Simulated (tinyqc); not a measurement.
# Transfer-length model of a contact: effects of single changes

A metal contact of length d and width W on a thin layer of the same width. The metal has no resistance, the sheet resistance under it equals Rsh, and current enters the layer at the front edge x = 0.

Parameters, values chosen for the exercise:
```
symbol,value,unit,meaning
Rsh,690,ohm/sq,sheet resistance of the semiconductor layer
rc,1.9e-6,ohm cm^2,specific contact resistivity
d,0.28,um,contact length
W,41,um,contact width
```

Each table varies one quantity; the others keep the values above.

## Effect of the contact resistivity

Transfer length Lt = sqrt(rc/Rsh); front resistance Rc = (Rsh Lt/W) coth(d/Lt); end resistance Re = (Rsh Lt/W)/sinh(d/Lt).

Effect of the contact resistivity:

| rc (ohm cm^2) | Lt (um) | d/Lt | Rc W (ohm um) |
|---|---|---|---|
| 4.3e-8 | 0.07894 | 3.547 | 54.56 |
| 9.8e-8 | 0.1192 | 2.349 | 83.74 |
| 2.2e-7 | 0.1786 | 1.568 | 134.4 |
| 5e-7 | 0.2692 | 1.040 | 238.8 |
| 1.1e-6 | 0.3993 | 0.7013 | 455.2 |
| 2.6e-6 | 0.6138 | 0.4561 | 992.1 |
| 5.8e-6 | 0.9168 | 0.3054 | 2135 |
| 1.3e-5 | 1.373 | 0.2040 | 4707 |
| 2.9e-5 | 2.050 | 0.1366 | 1.042e4 |
| 6.7e-5 | 3.116 | 0.08986 | 2.399e4 |

What does the comparison show?

Rc W rises from 54.6 to 24000 ohm um, as rc^(0.52) between the first two rows (d/Lt = 3.5) and rc^(1.00) between the last two (d/Lt = 0.090); a long contact gives the power 1/2 and a short one 1.

## Effect of the sheet resistance

Same model as above.

Effect of the sheet resistance:

| Rsh (ohm/sq) | Lt (um) | d/Lt | Rc W (ohm um) | Re W (ohm um) |
|---|---|---|---|---|
| 24 | 2.814 | 0.09951 | 680.8 | 677.5 |
| 73 | 1.613 | 0.1736 | 685.4 | 675.2 |
| 220 | 0.9293 | 0.3013 | 699.0 | 668.4 |
| 680 | 0.5286 | 0.5297 | 740.9 | 647.8 |
| 2100 | 0.3008 | 0.9309 | 864.1 | 589.6 |
| 6400 | 0.1723 | 1.625 | 1192 | 451.8 |
| 20000 | 0.09747 | 2.873 | 1962 | 221.2 |

What does the comparison show?

Rc W rises from 681 to 1960 ohm um while Re W falls from 677 to 221 ohm um; for Rsh going to zero both tend to rc/d = 679 ohm um. A larger Rsh shortens Lt and crowds the current to the front edge.

tinyqc, about 0.01 s, one thread, Intel Xeon 2.30GHz (shared host): `OMP_NUM_THREADS=1 python tinyqc.py 2760049 2760050 out.jsonl`
